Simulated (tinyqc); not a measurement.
Cabrera-Mott growth of a thin oxide under its own electric field: one step, computed by the program tinyqc.

Electrons cross the film freely and set a fixed potential V across it; the field V/x lowers the barrier for ions entering the oxide.

Question. Limiting thickness. Growth counts as stopped when u exp(X1/x) falls to 1e-5 angstrom/s: x_L = X1/ln(1e-5/u), defined while u is below that rate; the critical temperature is T_c = W/(k_B ln(u0/1e-5)).

Inputs (values chosen for the exercise, for a model metal): barrier W = 1.48 eV; prefactor u0 = N Omega nu = 5.8e+13 angstrom/s; temperature T = 550 K.

Backward hops: kept.

u = 1.591633 angstrom/s

Constants: k_B = 8.617333262e-05 eV/K.

Give: limiting thickness x_L; critical temperature T_c.

Answer.

Limiting thickness x_L: none: u exceeds the rate

critical temperature T_c = 397.5 K
